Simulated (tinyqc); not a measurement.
Anisotropic wet etching of Si(100): plane rates, V-grooves, membranes and undercut. Changing the width w (mask opening along <110>, or membrane width in the design step). Computed by tinyqc, a small Python program. Command: `OMP_NUM_THREADS=1 python tinyqc.py 3018536 3018537 out.jsonl wetetch sweep`. One thread of a shared host (Intel(R) Xeon(R) Processor @ 2.30GHz), about 0.01 s of CPU time with the checks.

A long slot opens the mask on a (100) wafer. The floor etches at R100; (111) walls stand at theta = arctan(sqrt2) = 54.7356 degrees to the surface and recede at R111 along their normal.

Inputs (values chosen for the exercise, close to those used for tetramethylammonium hydroxide solutions):
```
quantity,value,unit
prefactor k0 of the (100) rate,6.4e+08,um/min
"activation energy of (100), E",0.615,eV
ratio (100)/(111) at 80 C,13,-
"extra energy of (111), dE",0.14,eV
ratio (100)/oxide at 80 C,3200,-
"extra energy of the oxide, dE_ox",0.27,eV
bath temperature T,95,C
misalignment of the mask,1,degrees
etch time t,37,min
```

Constants: k_B = 8.617333262e-05 eV/K.

Method:
- R100 = k0 exp(-E/(k_B T)); a ratio given at 80 C scales as exp[(extra energy/k_B)(1/T - 1/353.15 K)]; R111 and R_ox follow by division.
- Temperatures in kelvin are T(C) + 273.15.
- A misaligned edge exposes ledges and adds R100 sin(misalignment) to the lateral rate (a simple estimate): u = R111/sin(theta) + R100 sin(misalignment). Top width W = w + 2 u t; floor width b = W - 2 z/tan(theta) = W - sqrt2 z. The floor lasts until b = 0, at t_V = w/(sqrt2 R100 - 2u); depth z = R100 t before t_V and W/sqrt2 after.

One run for each value:
```
"width w (mask opening along <110>, or membrane width in the design step) (um)",depth z (um),floor width b (um),time t_V to close the V (min)
1,17.43,0.0,3.559e-01
2.2,18.28,0.0,7.831e-01
4.6,19.98,0.0,1.637e+00
10,23.80,0.0,3.559e+00
22,32.28,0.0,7.831e+00
46,49.25,0.0,1.637e+01
100,87.44,0.0,3.559e+01
460,90.23,356.0,1.637e+02
1000,90.23,896.0,3.559e+02
```

Give the missing row, width w (mask opening along <110>, or membrane width in the design step) (um) = 220.

Computed row; columns: (1) width w (mask opening along <110>, or membrane width in the design step) (um); (2) depth z (um); (3) floor width b (um); (4) time t_V to close the V (min):
```
(1)    (2)    (3)        (4)
220  90.23  116.0  7.831e+01
```

Interpolating between the two neighbouring rows (the first column on a logarithmic scale, the others too where they are positive) misses most in floor width b (um), by 59 %. Over the rows, depth z (um) rises from 17.4 to 90.2, flat over part of the range; floor width b (um) rises from 0 to 896, flat over part of the range; time t_V to close the V (min) rises from 0.356 to 356 (exponent d ln y / d ln x about 1.0 throughout). At the high end the exponent of depth z is 0.00, close to 0: the floor is still open. The exponent of time t_V to close the V stays at 1: the floor shrinks at a constant rate. Narrow openings close to V-grooves that deepen only by undercut, wide ones share the depth R100 t, so one etch gives many depths.
